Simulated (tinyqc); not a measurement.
Floating body of a partially depleted SOI transistor: body voltage and kink: two steps of the calculation.

Source at 0 V. Channel current Ic = 2 nf K Vt^2 [F(0) - F(Vd)](1 + la Vd), F(V) = ln^2(1 + exp((Vg - VT - nf V)/(2 nf Vt))), VT = VT0 - gb Vb. Saturation voltage Vs = 2 Vt sqrt(F(0)) + 3 Vt, excess Ve = (Vd - Vs + sqrt((Vd - Vs)^2 + 0.0004 V^2))/2, multiplication M1 = Ai Ve exp(-Bl/Ve). Each junction passes D(v) = J1 (exp(v/Vt) - 1) + J2 (exp(v/(2 Vt)) - 1). Bipolar current Ib = bb J1 (exp(Vb/Vt) - 1). The body settles where M1 (Ic + Ib) = D(Vb) + D(Vb - Vd) + Vb/Rb; drain current Id = (1 + M1)(Ic + Ib) - D(Vb - Vd).

Parameters, values chosen for the exercise; values of the order met in partially depleted silicon-on-insulator transistors:
```
symbol    value         unit                                                                                            meaning
T           330            K                                                                                        temperature
VT0        0.55            V                                                                     threshold at zero body voltage
gb         0.27                                                                  fall of the threshold per volt of body voltage
nf         1.33                                                                                                    slope factor
K           160  uA/(V^2 um)                                                                              gain factor per width
la          0.1          1/V                                                                   channel-length modulation factor
Ai          2.1          1/V                                                                        impact-ionisation prefactor
Bl          4.5            V                                                                          impact-ionisation voltage
J1      1.3e-12        uA/um                                                      diffusion saturation current of each junction
J2       2.1e-8        uA/um                                                  recombination saturation current of each junction
bb            1                                                 gain of the lateral bipolar transistor on the diffusion current
Rb          1e5      kohm um  resistance of a weak body tie to the source (1e9 stands for no tie, and the term is then dropped)
Vg         0.74            V                                                                                       gate voltage
Vd          2.1            V                                                                                      drain voltage
```

Constants: q = 1.602176634e-19 C, kB = 1.380649e-23 J/K, Vt = kB T/q. Results are converted to the units shown.

Question 1. New Vb. Current into the body I_in = M1 (Ic + Ib) - D(Vb - Vd), current out I_out = D(Vb) + Vb/Rb; f = ln(I_in/I_out), s = df/dVb by central differences over 1e-5 V, Vb(new) = Vb - f/s.

Vb at the start = 0.74 V

Give: Ic; Ve; M1; I_in; I_out; f; s; Vb after iteration 1.

Answer 1.

Ic = 11.08 uA/um
Ve = 1.721 V
M1 = 0.2647
I_in = 3.003 uA/um
I_out = 0.2770 uA/um
f = 2.383
s = -31.94 1/V
Vb after iteration 1 = 0.8146 V

Question 2. Drain current with floating and with grounded body. Id and VT at the converged Vb, Id at Vb = 0, their ratio, and the bipolar share Ib/(Ic + Ib).

converged Vb = 0.81893260 V

Find: VT; Id, floating; Id, grounded; ratio; bipolar share.

Answer 2.

VT = 0.3289 V
Id, floating = 20.72 uA/um
Id, grounded = 3.777 uA/um
ratio = 5.485
bipolar share = 25.31 %

The body rises to 0.819 V and lowers the threshold by 221 mV.

Range of the model: The multiplication law is an empirical form chosen for the exercise; self-heating and capacitive coupling to the body are left out, and the linear laws are rough once Vb passes about 0.7 V or M1 about 0.1.

tinyqc, about 0.2 s, one thread, Intel Xeon 2.30GHz (shared host): `OMP_NUM_THREADS=1 python tinyqc.py 2182233 2182234 out.jsonl`
